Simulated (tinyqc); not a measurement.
Barrier height from two thicknesses.

Question. Through a thick flat barrier T = c exp(-2 kappa t) with a prefactor c that does not depend on t, and kappa = sqrt(m1 phi1/C), C = hbar^2/(2 m0). Find kappa, the decades lost for each nanometre, c and phi1.

Inputs (values chosen for the exercise):
```
symbol,value,unit,meaning
m1,0.52,m0,tunnelling mass of layer 1
```

Constants: q = 1.602176634e-19 C, hbar = 1.054571817e-34 J s, m0 = 9.1093837015e-31 kg, hbar^2/(2 m0) = 0.0380998212 eV nm^2. Results are converted to the units shown.

T at t = 1.5 and 2.2 nm: 8.3096382e-9  8.5690900e-13

Solution. The ratio of the two values removes c: kappa = ln(T_a/T_b)/(2 (t_b - t_a)).

kappa = 6.56 1/nm
decades a nanometre = 5.70
c = 2.90
phi1 = 3.15 eV

Computed by the program tinyqc: `OMP_NUM_THREADS=1 python tinyqc.py 2540141 2540142 out.jsonl`, one thread of a shared Intel Xeon 2.30GHz, about 0.03 s for the whole run.
